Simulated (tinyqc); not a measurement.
Series resistance and mobility from two gate lengths.

Problem. At small Vds the total resistance times width is 2 Rs + L/(mu Q), with the same mu and Q at both lengths. Find mu and Rs.

total resistance at L = 30 and 250 nm (ohm um): 89.556650  306.30542
Q = 1.75 uC/cm^2

Solution. The slope against L is 1/(mu Q), and the intercept at L = 0 is 2 Rs.

mu = 580.0 cm^2/(V s)
Rs = 30.00 ohm um

Computed by the program tinyqc: `OMP_NUM_THREADS=1 python tinyqc.py 2380172 2380173 out.jsonl`, one thread of a shared Intel Xeon 2.30GHz, about 0.02 s for the whole run.
